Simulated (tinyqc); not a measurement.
Carrier statistics of a doped semiconductor with parabolic bands: sweeps and comparisons. A value that a table varies takes the place of the one given here.

Eg(T) = Eg0 - al T^2/(T + be); m_de = Mv^(2/3) (ml mt^2)^(1/3); m_dh = (mhh^(3/2) + mlh^(3/2))^(2/3); Nc and Nv from N = 2 (m kB T/(4 pi c))^(3/2) with c = hbar^2/2m0, in 1/angstrom^3; times 1e24 for 1/cm^3.

Energies are counted from Ev, so Ec = Eg. n = Nc F_1/2((EF - Eg)/kT), p = Nv F_1/2(-EF/kT), ND+ = ND/(1 + 2 exp((EF - Eg + ED)/kT)), NA- = NA/(1 + 4 exp((EA - EF)/kT)); neutrality asks p + ND+ = n + NA-. F_j(eta) = (1/Gamma(j + 1)) integral_0^infinity x^j dx/(1 + exp(x - eta)), which tends to exp(eta) for eta << 0.

Constants: hbar^2/2m0 = 3.80998211 eV angstrom^2; kB = 8.617333262e-05 eV/K.

Inputs chosen for the exercise (near those of Ge; not measured data): Eg0 = 0.7466 eV (gap at 0 K); al = 0.000471 eV/K (Varshni alpha); be = 240 K (Varshni beta); ml = 1.64 m0 (longitudinal electron mass); mt = 0.0802 m0 (transverse electron mass); Mv = 4 (equivalent valleys); mhh = 0.334 m0 (heavy-hole mass); mlh = 0.0426 m0 (light-hole mass); ND = 1.7e+12 1/cm^3 (donors); NA = 2.1e+15 1/cm^3 (acceptors); ED = 0.012 eV (donor level below Ec); EA = 0.0107 eV (acceptor level above Ev); T = 300 K.

## Temperature

Neutrality solved at each temperature; ni = sqrt(Nc Nv) exp(-Eg/2kT).

Carriers (1/cm^3):

| T (K) | EF (eV) | n | p | majority / \|ND - NA\| | ni | Eg (eV) |
|---|---|---|---|---|---|---|
| 10 | 0.0072 | <1e-99 | 7.27e+12 | 0.00347 | <1e-99 | 0.7464 |
| 20 | 0.0099 | <1e-99 | 2.81e+14 | 0.134 | 1.31e-77 | 0.7459 |
| 40 | 0.0178 | 1.66e-74 | 1.39e+15 | 0.664 | 4.81e-30 | 0.7439 |
| 77 | 0.0385 | 2.29e-28 | 1.98e+15 | 0.943 | 6.73e-07 | 0.7378 |
| 120 | 0.0665 | 4.42e-10 | 2.06e+15 | 0.982 | 954 | 0.7278 |
| 200 | 0.1238 | 1.37e+04 | 2.09e+15 | 0.994 | 5.34e+09 | 0.7038 |
| 300 | 0.2014 | 1.49e+11 | 2.09e+15 | 0.998 | 1.77e+13 | 0.6681 |
| 400 | 0.2753 | 5.57e+14 | 2.65e+15 | 1.26 | 1.22e+15 | 0.6289 |
| 500 | 0.2758 | 1.60e+16 | 1.81e+16 | 8.62 | 1.70e+16 | 0.5875 |
| 600 | 0.2535 | 1.04e+17 | 1.06e+17 | 50.6 | 1.05e+17 | 0.5447 |

Ionisation is incomplete: the majority density is below 90 % of the net doping at 10, 20 and 40 K, down to a share of 0.0035. It is within 10 % of the net doping at 77, 120, 200 and 300 K. At 400, 500 and 600 K thermal pairs lift it more than 10 % above the net doping; ni has reached 1.05e+17 1/cm^3 at 600 K against a net doping of 2.10e+15. EF goes from 0.007 eV to 0.253 eV, where midgap is 0.272 eV and the intrinsic level (Boltzmann) 0.254 eV.

## Doping level

Only acceptors are present (ND = 0); eta is the distance of EF beyond the valence edge in units of kT.

Neutral state:

| NA (1/cm^3) | EF (eV) | majority (1/cm^3) | ionised share | eta |
|---|---|---|---|---|
| 1.0e+14 | 0.2793 | 1.03e+14 | 1.000 | -10.80 |
| 1.0e+15 | 0.2205 | 9.99e+14 | 0.999 | -8.53 |
| 1.0e+16 | 0.1613 | 9.88e+15 | 0.988 | -6.24 |
| 1.0e+17 | 0.1040 | 9.02e+16 | 0.902 | -4.02 |
| 1.0e+18 | 0.0549 | 5.81e+17 | 0.581 | -2.13 |
| 3.0e+18 | 0.0355 | 1.18e+18 | 0.394 | -1.37 |
| 1.0e+19 | 0.0158 | 2.34e+18 | 0.234 | -0.61 |
| 3.0e+19 | -0.0015 | 4.05e+18 | 0.135 | 0.06 |

The impurity level lies at 0.0107 eV. The ionised share falls from 1.000 to 0.135 as EF passes through it between 1e+19 and 3e+19 1/cm^3 (share 1/5 there); it is below one half from 3e+18 1/cm^3 on. Over the last two rows the doping grows threefold and the majority density by a factor 1.73. EF comes within 3 kT of the majority band edge from 1e+18 1/cm^3 on. Above roughly 5e+17 1/cm^3 (N^(1/3) a = 0.26, with the radius a = sqrt(c/(m E)) from the ionisation energy E and the mass mhh) the levels merge with the band and real ionisation is complete; sharp levels then overstate freeze-out.

## What each input does

Neutrality solved anew for each case. Each row changes one parameter from the base and keeps the others.

Results:

| case | EF (eV) | n (1/cm^3) | p (1/cm^3) |
|---|---|---|---|
| base | 0.2014 | 1.49e+11 | 2.09e+15 |
| T = 320 K | 0.2175 | 1.20e+12 | 2.09e+15 |
| ND = 8.5e+11 1/cm^3 | 0.2014 | 1.49e+11 | 2.09e+15 |
| NA = 2.73e+15 1/cm^3 | 0.1946 | 1.15e+11 | 2.72e+15 |
| Eg0 = 0.7966 eV | 0.2014 | 2.15e+10 | 2.09e+15 |
| mt = 0.0962 m0 | 0.2014 | 1.79e+11 | 2.09e+15 |
| mhh = 0.4008 m0 | 0.2082 | 1.94e+11 | 2.09e+15 |
| EA = 0.016 eV | 0.2014 | 1.49e+11 | 2.09e+15 |

The largest shifts from the base row, up to three for each result and ties (the steps differ in size, so this ranks the rows, not the parameters). EF (eV): T +0.0161, mhh +0.0068, NA -0.0068; unchanged at the printed digits by ND, Eg0, mt and EA. n (1/cm^3): T +1.05e+12, Eg0 -1.27e+11, mhh +4.47e+10; unchanged at the printed digits by ND and EA. p (1/cm^3): NA +6.26e+14; unchanged at the printed digits by T, ND, Eg0, mt, mhh and EA.

(tinyqc, `OMP_NUM_THREADS=1 python tinyqc.py 1651095 1651096 out.jsonl`, Intel(R) Xeon(R) Processor @ 2.30GHz, 1 thread, shared host, about 0.01 s.)
